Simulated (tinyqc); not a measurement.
# Length offset and series resistance from crossing lines

Question. R_total = Rs + k (L - dL)/Vo with constant Rs, dL and k. Find k, dL and Rs.

R_total at (L, Vo) = (60, 0.3), (180, 0.3), (60, 0.93) and (180, 0.93), L in nm and Vo in V (ohm um): 1026.5333  3266.5333  405.65591  1128.2366

Solution. At each overdrive R is a straight line in L with slope k/Vo; the two lines cross at L = dL, R = Rs.

k = 5.60 ohm um V/nm
dL = 10.9 nm
Rs = 110 ohm um

Program tinyqc, `OMP_NUM_THREADS=1 python tinyqc.py 2282022 2282023 out.jsonl`; Intel Xeon 2.30GHz, shared host, one thread, about 0.05 s.
